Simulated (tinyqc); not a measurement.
# Growth of the error with array size

Square N x N arrays wired as follows: each row is driven at its left end through one segment rw, neighbouring nodes are joined by rw, each column ends in one more rw and a virtual ground. All cells have G = 73.0 uS and all rows V = 0.1 V, so the ideal current is N V G. The nodal equations are solved exactly.

Parameters, values chosen for the exercise:
```
symbol,value,unit,meaning
rw,50,ohm,wire resistance between neighbouring cells
```

Result of one run:

| N | ideal (uA) | first column (uA) | last column (uA) | error of the last column (%) | 100 N^2 rw G |
|---|---|---|---|---|---|
| 12 | 87.60 | 71.16 | 58.82 | -32.86 | 52.56 |

What becomes of these results when the array size N is changed from 12 to 16, all else the same?

Result of the changed run:

| N | ideal (uA) | first column (uA) | last column (uA) | error of the last column (%) | 100 N^2 rw G |
|---|---|---|---|---|---|
| 16 | 116.8 | 85.09 | 62.86 | -46.18 | 93.44 |

The whole series:

| N | ideal (uA) | first column (uA) | last column (uA) | error of the last column (%) | 100 N^2 rw G |
|---|---|---|---|---|---|
| 2 | 14.60 | 14.36 | 14.31 | -1.969 | 1.460 |
| 4 | 29.20 | 28.03 | 27.44 | -6.015 | 5.840 |
| 6 | 43.80 | 40.70 | 38.67 | -11.70 | 13.14 |
| 8 | 58.40 | 52.16 | 47.63 | -18.44 | 23.36 |
| 12 | 87.60 | 71.16 | 58.82 | -32.86 | 52.56 |
| 16 | 116.8 | 85.09 | 62.86 | -46.18 | 93.44 |
| 20 | 146.0 | 94.78 | 62.46 | -57.22 | 146.0 |

The error of the last column goes from -1.97 % at N = 2 to -57.2 % at N = 20, as N^(1.62) between N = 4 and 8 and N^(0.96) between the last two rows. The scale N^2 rw G (N segments carrying the current of up to N cells) is 1.27 times the error at N = 8. The last column carries 0.659 of the current of the first at N = 20.

Program tinyqc, `OMP_NUM_THREADS=1 python tinyqc.py 2880014 2880015 out.jsonl`; Intel Xeon 2.30GHz, shared host, one thread, about 0.02 s.
